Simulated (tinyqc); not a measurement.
Longitudinal sound in a periodic multilayer: transfer matrices, stop bands and folded phonons. Changing the thickness d_2. Computed by tinyqc, a small Python program. Command: `OMP_NUM_THREADS=1 python tinyqc.py 3008905 3008906 out.jsonl multilayer sweep`. One thread of a shared host (Intel(R) Xeon(R) Processor @ 2.30GHz), about 0.01 s of CPU time with the checks.

Layers 1 and 2 repeat with period d = d_1 + d_2; waves travel normal to the layers, without loss. State vector (u, s): displacement u and stress divided by omega. Impedances Z = rho v are in 1e6 kg/(m^2 s).

Inputs (values chosen for the exercise, modelled on silica (layer 1), aluminium nitride (layer 2) and silicon (substrate)): density rho_1 = 2.2 g/cm^3; velocity v_1 = 6090 m/s; thickness d_1 = 451 nm; density rho_2 = 3.22 g/cm^3; velocity v_2 = 10900 m/s; substrate density = 2.29 g/cm^3; substrate velocity = 8590 m/s; periods N = 3.

Method:
- Z = rho v; interface reflection r = (Z_2 - Z_1)/(Z_2 + Z_1) (stress amplitude, from 1 into 2); Bragg frequency f_B = 1/[2 (d_1/v_1 + d_2/v_2)]; long-wave velocity v_eff = d/sqrt[(d_1/v_1)^2 + (d_2/v_2)^2 + (Z_1/Z_2 + Z_2/Z_1)(d_1/v_1)(d_2/v_2)].
- A layer maps (u, s) by [[cos p, sin p/Z], [-Z sin p, cos p]], p = 2 pi f d_i/v_i; one period is M = M_2 M_1, and cos(q d) = trace(M)/2.
- For N periods A = M^N. A wave comes from a thick layer of material 1 and leaves into the substrate (Z_s): transmitted power T = 4 Z_1 Z_s/|Z_1 A_22 + Z_s A_11 - i (Z_1 Z_s A_12 - A_21)|^2, reflected power R = 1 - T.
- Gap m contains m f_B; its edges, where trace(M)/2 = (-1)^m, are found by root search. Weak-contrast estimate of the width: (4 f_B/pi) |r sin(m pi a)|, a = (d_1/v_1)/(d_1/v_1 + d_2/v_2).

One run for each value:
```
thickness d_2 (nm)  width/f_B (%)  Bragg frequency f_B (GHz)  transmitted power at f_B  long-wave velocity v_eff (m/s)
135                        26.925                     5.7843                   0.27812                          6397.4
211                        36.138                     5.3525                   0.12291                          6567.1
330                        46.186                     4.7924                   0.04959                          6815.8
516                        55.139                     4.1188                   0.02389                          7158.6
807                        59.068                     3.3763                   0.01801                          7596.8
1260                       55.174                     2.6364                   0.02383                          8107.2
1980                       46.124                     1.9554                   0.04986                          8656.9
3090                       36.124                     1.3984                   0.12307                          9177.8
4840                       26.872                     0.9651                   0.27935                          9638.4
```

Over the rows, width/f_B (%) goes from 26.9 through a maximum among these rows, 59.1 at 807, to 26.9; Bragg frequency f_B (GHz) falls from 5.78 to 0.965 (exponent d ln y / d ln x -0.17 between the first rows and -0.83 between the last); transmitted power at f_B goes from 0.278 through a minimum among these rows, 0.0180 at 807, to 0.279. The relative width is largest when both layers have equal transit times, at d_2 = 807 nm.

Extremes, crossings and ranges named in words are read from the listed rows.
